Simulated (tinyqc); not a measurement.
# Energy and delay of logic against supply voltage: effects of single changes

One expression serves below and above threshold: I(Vg) = Ik [ln(1 + exp((Vg - VT + dd V)/(al nf Vt)))]^al, with I_on = I(V) and I_off = I(0). Gate delay td = kd C V/I_on, clock period LD td. Per gate and cycle the switching energy is act C V^2 and the leakage energy I_off V LD td. No short-circuit current, no variation. Minima are sought above 0.09 V; below a few Vt gates no longer switch and the model has no meaning.

Inputs (values chosen for the exercise); values of the order met in logic technologies:
```
symbol,value,unit,meaning
T,250,K,temperature
VT,0.3,V,threshold voltage at zero drain bias
nf,1.08,,slope factor
dd,0.1,,barrier lowering per volt of supply
Ik,0.32,uA,specific current of a gate
al,1.49,,exponent of the current law
C,1.2,fF,load capacitance of a gate
kd,0.8,,delay factor
LD,30,,logic depth
act,0.2,,activity factor
```

Constants: q = 1.602176634e-19 C, kB = 1.380649e-23 J/K, Vt = kB T/q. Results are converted to the units shown.

Each table varies one quantity; the others keep the values above.

## Energy and delay against supply voltage

EDP = energy times td.

Result of one run:
```
V (V)  I_on (uA)  I_off (nA)  td (ps)  switching (aJ)  leakage (aJ)  energy (aJ)  EDP (fJ ps)
0.27      0.1687    0.002566     1536           17.50       0.03193        17.53        26.93
```

What becomes of these results when the supply voltage V is changed from 0.27 to 0.15 V, all else the same?

Result of the changed run:
```
V (V)  I_on (uA)  I_off (nA)  td (ps)  switching (aJ)  leakage (aJ)  energy (aJ)  EDP (fJ ps)
0.15    9.522e-4    0.001532  1.512e5           5.400         1.043        6.443        974.3
```

The whole series:
```
V (V)  I_on (uA)  I_off (nA)  td (ps)  switching (aJ)  leakage (aJ)  energy (aJ)  EDP (fJ ps)
0.15    9.522e-4    0.001532  1.512e5           5.400         1.043        6.443        974.3
0.27      0.1687    0.002566     1536           17.50       0.03193        17.53        26.93
0.38       2.014    0.004117    181.2           34.66      0.008502        34.66        6.280
0.5        6.077    0.006894    78.99           60.00      0.008168        60.01        4.740
0.62       11.43     0.01154    52.09           92.26       0.01118        92.27        4.806
0.73       17.22     0.01852    40.70           127.9       0.01650        127.9        5.206
0.85       24.37     0.03100    33.49           173.4       0.02647        173.4        5.808
0.97       32.29     0.05189    28.84           225.8       0.04355        225.9        6.514
1.08       40.16     0.08318    25.82           279.9       0.06958        280.0        7.229
1.2        49.37      0.1392    23.33           345.6        0.1169        345.7        8.067
```

td falls from 1.51e5 to 23.3 ps; the energy rises from 6.44 to 346 aJ and the EDP goes from 974 through a minimum of 4.74 (at V = 0.5 V among the rows listed) to 8.07 fJ ps. The exact minima lie at V = 0.123 V for the energy and 0.542 V for the EDP. Going from 1.2 V to the energy minimum saves a factor of 59.1 in energy and costs a factor of 19000 in delay.

## Optimum supplies against the threshold voltage at zero drain bias

Same model as above.

V_min minimises the energy and V_EDP the product of energy and td.

Optimum supplies against the threshold voltage at zero drain bias:
```
VT (V)  V_min (V)  energy at V_min (aJ)  leakage share (%)  clock at V_min (MHz)  V_EDP (V)  clock at V_EDP (GHz)
0.15       0.1196                 6.835              49.77                 29.42     0.2770                0.3739
0.2        0.1221                 6.079              41.12                 4.868     0.3611                0.4107
0.25       0.1227                 5.894              38.66                0.6291     0.4513                0.4576
0.3        0.1229                 5.849              38.05               0.07528     0.5417                0.5006
0.35       0.1229                 5.839              37.90              0.008833     0.6321                0.5401
0.4        0.1229                 5.836              37.87              0.001032     0.7224                0.5766
0.45       0.1229                 5.836              37.86              1.203e-4     0.8128                0.6109
0.5        0.1229                 5.835              37.86              1.403e-5     0.9031                0.6433
0.55       0.1229                 5.835              37.86              1.636e-6     0.9934                0.6740
```

What does the table show?

As VT goes from 0.15 to 0.55, V_min rises from 0.120 to 0.123 V, the energy there falls from 6.83 to 5.84 aJ, the clock there falls from 29.4 to 1.64e-6 MHz and V_EDP rises from 0.277 to 0.993 V. V_min lies below VT for VT = 0.15, 0.2, 0.25, 0.3, 0.35, 0.4, 0.45, 0.5, 0.55 V. As VT grows, I_on too becomes a subthreshold current, VT cancels more and more from the energy, and it mainly sets the clock.

Computed by the program tinyqc: `OMP_NUM_THREADS=1 python tinyqc.py 2082124 2082125 out.jsonl`, one thread of a shared Intel Xeon 2.30GHz, about 0.01 s for the whole run.
